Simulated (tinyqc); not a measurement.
Dielectric confinement in a thin film (image charges), step by step. Values are carried at full precision from step to step, so a last printed digit may differ when a step is redone from the rounded ones.

A film |z| < t/2 of dielectric constant eps between half-spaces of dielectric constant e2; lam = (eps - e2)/(eps + e2), q = e^2/(4 pi eps0). The self-energy of a band edge is taken with the high-frequency value, e2 = eh, and the field of a fixed ion with the static one, e2 = eo. A charge at z has images lam^|n| at n t + (-1)^n z. Its self-energy is S(z) = (q/2 eps) sum over n >= 1 of lam^n [1/(n t - 2z) + 1/(n t + 2z)] for odd n and 2 lam^n/(n t) for even n; at the centre S(0) = -(q/(eps t)) ln(1 - lam).

Constants: e^2/(4 pi eps0) = 14.39964547 eV angstrom; hbar^2/2m0 = 3.80998211 eV angstrom^2; Ry = 13.60569312 eV.

Parameters, chosen for this exercise (near those of a Ge film between layers of HfO2; shifted at random, so the results belong to these values and not to a real crystal):
- t = 46 angstrom (film thickness)
- eps = 16 (dielectric constant of the film)
- eh = 4.1 (high-frequency dielectric constant outside)
- mz = 0.121 m0 (mass across the film)
- eo = 21 (static dielectric constant outside)
- m = 0.154 m0 (mass in the plane)

## Images for a charge at the centre

Give lam, the first five terms (q/eps) lam^n/(n t), their sum and the closed form.

lam = 0.5920

terms (meV): 11.58  3.43  1.35  0.60  0.28

sum of five = 17.25 meV
S(0) = 17.54 meV

The surroundings screen less than the film, so the images repel and each band edge moves outwards: the gap changes by about 2 S = +35 meV. The static value 21 would give S(0) = -2.5 meV.

## Self-energy across the film

S at 2z/t = 0, 0.2, 0.4, 0.6, 0.8 and 0.9, summed to n = 399.

Self-energy:

| 2z/t | z (angstrom) | S (meV) |
|---|---|---|
| 0.0 | 0.0 | 17.54 |
| 0.2 | 4.6 | 18.03 |
| 0.4 | 9.2 | 19.77 |
| 0.6 | 13.8 | 24.12 |
| 0.8 | 18.4 | 38.25 |
| 0.9 | 20.7 | 67.07 |

Towards the wall S diverges as (q lam/4 eps)/(distance), an artefact of the abrupt interface that the vanishing envelope makes harmless.

## Shift of the subband edge

First order: <S> over the envelope (2/t) cos^2(pi z/t), beside the confinement energy c (pi/t)^2/mz, c = hbar^2/2m0.

<S> = 20.10 meV
confinement energy = 146.87 meV

|<S>| is 0.14 times the confinement energy; the first goes as 1/t and the second as 1/t^2, so they are equal at t = 336 angstrom.

## Binding of a donor

Donor at the centre, lam from the static eo, trial function cos(pi z/t) exp(-rho/l): E(l) = c/(m l^2) - (q/eps) times the integral over k of F(k t) (1 + (k l/2)^2)^(-3/2), with F(x) = F0 + 2 lam exp(-x) G/(1 - lam exp(-x)), F0 = 2[(1 - exp(-x/2))/x + x (1 + exp(-x/2))/(x^2 + 4 pi^2)], G = 2 sinh(x/2)[1/x - x/(x^2 + 4 pi^2)]; c = hbar^2/2m0. The binding energy is -E at the minimum, counted from the subband edge with its self-energy.

Minimise over l with and without images (lam = 0); Ry* = Ry m/eps^2.

Donor:

| case | l (angstrom) | binding (meV) | in Ry* |
|---|---|---|---|
| no images | 42.3 | 20.0 | 2.45 |
| with images | 43.9 | 16.3 | 1.99 |

Ry* = 8.18 meV

The images change the binding by -3.7 meV, against -2 (q/(eps t)) ln(1 - lam) = -5.0 meV for an orbit much smaller than t. At 300 K the binding is 0.6 kB T.

## Checks

- S(0) from the series against the closed form, meV: both 17.54.
- F(2.3) for lam = 0.5920 from a direct sum over images against the closed form: both 0.8670.

Program tinyqc; command `OMP_NUM_THREADS=1 python tinyqc.py 1251911 1251912 out.jsonl`; about 0.06 s on one thread of a shared Intel(R) Xeon(R) Processor @ 2.30GHz.
